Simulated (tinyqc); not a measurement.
Carrier lifetime from Shockley-Read-Hall, radiative, Auger and surface recombination: one step, computed by the program tinyqc. Command: `OMP_NUM_THREADS=1 python tinyqc.py 3005789 3005790 out.jsonl lifetime walk`. One thread of a shared host (Intel(R) Xeon(R) Processor @ 2.30GHz), about 0.02 s of CPU time with the checks.

Energies are counted from the top of the valence band. Boltzmann statistics, full ionisation, and equal excess densities of electrons and holes.

Problem. Surface lifetime. The slowest diffusion mode has x tan x = S W/(2 D) with 0 < x < pi/2 (bisection), and tau_s = W^2/(4 x^2 D). The common approximation is W/(2 S) + W^2/(pi^2 D).

Inputs (values chosen for the exercise, with bands modelled on CdS): diffusion coefficient D = 2.8 cm^2/s; surface velocity S = 87 cm/s; thickness W = 170 micrometre.

Doping: n-type. Surface term: two equal surfaces.

Give: x; tau_s; approximate tau_s.

Solution.

x = 0.4924

tau_s = 1.064e-04 s

approximate tau_s = 1.082e-04 s

The approximation is off by 1.6 %. Surface and diffusion both limit.
